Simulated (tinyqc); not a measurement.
Hydrostatic strain: sp3s* tight binding with spin-orbit coupling, strained.

sp3s* tight binding, nearest neighbours only: anion (a) at 0, cation (c) at a/4 (1,1,1), orbitals s, px, py, pz, s* on each; k in units of 2 pi/a. With phases e_j = exp(i (pi/2) k.n_j) for n = (1,1,1), (1,-1,-1), (-1,1,-1), (-1,-1,1): g0 = (e1+e2+e3+e4)/4, g1 = (e1+e2-e3-e4)/4, g2 = (e1-e2+e3-e4)/4, g3 = (e1-e2-e3+e4)/4. The diagonal holds the levels Esa, Epa, Exa (s*) and Esc, Epc, Exc. Anion-cation block: <sa|sc> = Vss g0; <sa|xc> = Vsapc g1; <xa|sc> = -Vscpa g1; <xa|xc> = Vxx g0; <xa|yc> = <ya|xc> = Vxy g3, <xa|zc> = <za|xc> = Vxy g2, <ya|zc> = <za|yc> = Vxy g1; <s*a|xc> = Vxapc g1; <xa|s*c> = -Vpaxc g1; y and z take g2 and g3 in place of g1; s-s* and s*-s* vanish.

Spin-orbit coupling acts within the p shell of each atom as (D/3) L.sigma, D = Da or Dc: it puts four states at Ep + D/3 and two at Ep - 2D/3.

Strain e moves each bond vector to d = (1 + e) d0 (no internal displacement for the diagonal strains used here) and k is given in fractions of the strained reciprocal cell, so the phases stay. Two-centre values Vss_sigma = Vss/4, Vsp_sigma = sqrt3 V/4 for each s-p and s*-p pair, Vpp_sigma = (Vxx + 2 Vxy)/4, Vpp_pi = (Vxx - Vxy)/4 are scaled by (d0/d)^eta and combined with the new direction cosines; the levels on the diagonal stay.

Inputs chosen for the exercise (near a published set for Si, fitted to gaps, whose masses and valley positions are rough; spin-orbit coupling, where it is added without a refit, lifts the valence top and shrinks all gaps by about a third of the splitting; not measured data): Esa = -4.174 eV (s level of the anion); Epa = 1.703 eV (p level of the anion); Esc = -4.174 eV (s level of the cation); Epc = 1.703 eV (p level of the cation); Exa = 6.664 eV (s* level of the anion); Exc = 6.664 eV (s* level of the cation); Vss = -8.338 eV (s-s); Vxx = 1.724 eV (px-px); Vxy = 4.548 eV (px-py); Vsapc = 5.753 eV (s anion, p cation); Vscpa = 5.753 eV (s cation, p anion); Vxapc = 5.388 eV (s* anion, p cation); Vpaxc = 5.388 eV (p anion, s* cation); Da = 0.045 eV (atomic spin-orbit splitting, anion); Dc = 0.045 eV (the same, cation); eta = 2 (scaling exponent).

exx = eyy = ezz = e. Gaps as measured from the top of the valence band; the deformation potentials are (gap(0.01) - gap(-0.01))/0.06.

Gaps (eV):

| e | Gamma | Delta | L | x of the minimum |
|---|---|---|---|---|
| -0.03 | 3.6196 | 1.1880 | 2.5146 | 0.719 |
| -0.02 | 3.5452 | 1.1821 | 2.5050 | 0.722 |
| -0.01 | 3.4730 | 1.1759 | 2.4953 | 0.726 |
| 0.00 | 3.4030 | 1.1696 | 2.4855 | 0.729 |
| 0.01 | 3.3351 | 1.1630 | 2.4350 | 0.733 |
| 0.02 | 3.2691 | 1.1563 | 2.3349 | 0.736 |
| 0.03 | 3.2051 | 1.1494 | 2.2374 | 0.740 |

gap deformation potentials (eV): Gamma -2.299, Delta -0.215, L -1.005

Per unit of volume strain the gaps move by -2.30 (Gamma), -0.21 (Delta) and -1.01 eV (L). The lowest valley stays the Delta line over the range. These potentials follow from the one exponent eta, which fitted models replace by one for each integral; with it the sizes are rough, the sign for Delta can be wrong (in Si, Ge and the III-V crystals measured values are small and positive), and the pressures at which valleys cross, and which valley takes over, are rough too. A gap of zero, where one is listed, marks an s level that has sunk below the valence top.

Computed by tinyqc, a small Python program: `OMP_NUM_THREADS=1 python tinyqc.py 1451606 1451607 out.jsonl` (the numbers bound the seed that draws the inputs); one thread of a shared host (Intel(R) Xeon(R) Processor @ 2.30GHz), about 0.2 s for the whole set of steps.
